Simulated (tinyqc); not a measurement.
Effective charge: two electrons on one impurity (helium-like model).

Units Ha* = 2 Ry m/eps^2 and a* = a0 eps/m. One electron is bound by Z^2/2. Two electrons in the singlet built from exp(-a r) and exp(-b r): S = 8 (ab)^(3/2)/(a + b)^3, h_aa = a^2/2 - Z a, h_bb alike, h_ab = S (ab/2 - Z (a + b)/2), J = ab (a^2 + 3ab + b^2)/(a + b)^3, K = 20 (ab)^3/(a + b)^5, E = (h_aa + h_bb + 2 S h_ab + J + K)/(1 + S^2). For a = b this is a^2 - 2 Z a + 5a/8. Real double donors are deeper, since the central cell is left out.

Inputs chosen for the exercise (out of a larger set: near those of impurities in Si; not measured data):
- m = 0.301 m0 (one mean mass)
- eps = 11.8 (dielectric constant)
- Zs = (0.98, 1.06, 1.17, 1.6, 1.95, 2.82, 3.82) (charges)

Ha* = 58.8238 meV

Binding of the first electron, of the second (-E - Z^2/2) with equal and with unequal orbitals, and U, the first less the second (unequal).

Results (meV):
```
Z     first  second, equal  second, unequal   a/b      U  U/(Z Ha*)
0.98   28.2          -2.04             0.42  3.92   27.8      0.483
1.06   33.0          -0.18             2.06  3.19   31.0      0.497
1.60   75.3          22.22            23.97  2.07   51.3      0.545
1.95  111.8          45.89            47.55  1.86   64.3      0.560
2.82  233.9         135.96           137.51  1.61   96.4      0.581
3.82  429.2         294.49           295.99  1.49  133.2      0.593
```

Give the missing row, Z = 1.17.

Computed row:
```
Z     first  second, equal  second, unequal   a/b     U  U/(Z Ha*)
1.17   40.3           2.99             5.05  2.73  35.2      0.512
```

Equal orbitals bind a second electron only above Z = (5/16)/(1 - 1/sqrt2) = 1.067; unequal ones do so in 7 of the 7 rows. Their gain is 2.46 meV in the first row and 1.49 in the last, while the second binding grows to 296 meV, so the gain decides the matter only near Z = 1. U grows almost linearly with Z: U/(Z Ha*) goes from 0.483 to 0.593, towards 5/8, while the first binding grows as Z^2. Angular correlation is left out: at Z = 1 this function binds the second electron by 0.0133 Ha*, half the exact 0.0278.

Computed by tinyqc, a small Python program: `OMP_NUM_THREADS=1 python tinyqc.py 1282082 1282083 out.jsonl` (the numbers bound the seed that draws the inputs); one thread of a shared host (Intel(R) Xeon(R) Processor @ 2.30GHz), about 0.03 s for the whole set of steps.
